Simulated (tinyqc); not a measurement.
Amplitude against the length of the filling pulse.

In DLTS the amplitude of the capacitance transient follows the share of traps filled by the pulse. In the neutral layer an empty trap fills as 1 - exp(-tp/tc), tc = 1/(sn vth(T) Nd), vth(T) = vth (T/300 K)^0.5; emission during the pulse and slow capture at the depletion edge are neglected.

Values chosen for this exercise:
```
symbol,value,unit,meaning
vth,4.4e7,cm/s,thermal velocity at 300 K
Nd,2.2e16,cm^-3,shallow donor density
sn,7.2e-15,cm^2,capture cross-section
T,313,K,temperature of the transient
```

Result of one run:
```
tp (s)   tp/tc  amplitude over its full value  ln(1 - that)
4.6e-10  3.275                         0.9622        -3.275
```

What becomes of these results when the pulse length tp is changed from 4.6e-10 to 8.1e-12 s, all else the same?

Result of the changed run:
```
tp (s)     tp/tc  amplitude over its full value  ln(1 - that)
8.1e-12  0.05766                        0.05603      -0.05766
```

The whole series:
```
tp (s)     tp/tc  amplitude over its full value  ln(1 - that)
8.1e-12  0.05766                        0.05603      -0.05766
1.4e-11  0.09967                        0.09486      -0.09967
2.6e-11   0.1851                         0.1690       -0.1851
4.6e-11   0.3275                         0.2793       -0.3275
8.1e-11   0.5766                         0.4382       -0.5766
1.4e-10   0.9967                         0.6309       -0.9967
2.6e-10    1.851                         0.8429        -1.851
4.6e-10    3.275                         0.9622        -3.275
8.1e-10    5.766                         0.9969        -5.766
```

The amplitude rises from 0.0560 to 0.997 of its full value. The last column is linear in tp with slope -1/tc, tc = 1.40e-10 s, which gives the cross-section from Nd and vth, independently of the Arrhenius intercept; 99 % filling needs 6.47e-10 s.

tinyqc, about 0.01 s, one thread, Intel Xeon 2.30GHz (shared host): `OMP_NUM_THREADS=1 python tinyqc.py 2050069 2050070 out.jsonl`
